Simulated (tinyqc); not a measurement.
# Reduced doping and fringe capacitance from two biases

Problem. C = eps0 eps_r hr/W + Cf with W = sqrt(2 eps0 eps_r (Vb + V)/(q Nr)), 1/Nr = 1/Na + 1/Nd. Find Cf, W at zero bias and Nr.

Inputs (values chosen for the exercise); values close to those of silicon near 1550 nm: relative permittivity of the semiconductor eps_r = 11.7; built-in voltage Vb = 0.86 V; rib height hr = 150 nm.

Constants: q = 1.602176634e-19 C, eps0 = 8.8541878128e-14 F/cm where lengths are in cm. Results are converted to the units shown.

C at V = 0 and 3 V (pF/m): 318.40142  179.85734

Solution. C is linear in (Vb + V)^(-1/2); the intercept is Cf.

Cf = 56.00 pF/m
W(0) = 59.22 nm
Nr = 3.171e17 cm^-3

Program tinyqc, `OMP_NUM_THREADS=1 python tinyqc.py 2650008 2650009 out.jsonl`; Intel Xeon 2.30GHz, shared host, one thread, about 0.01 s.
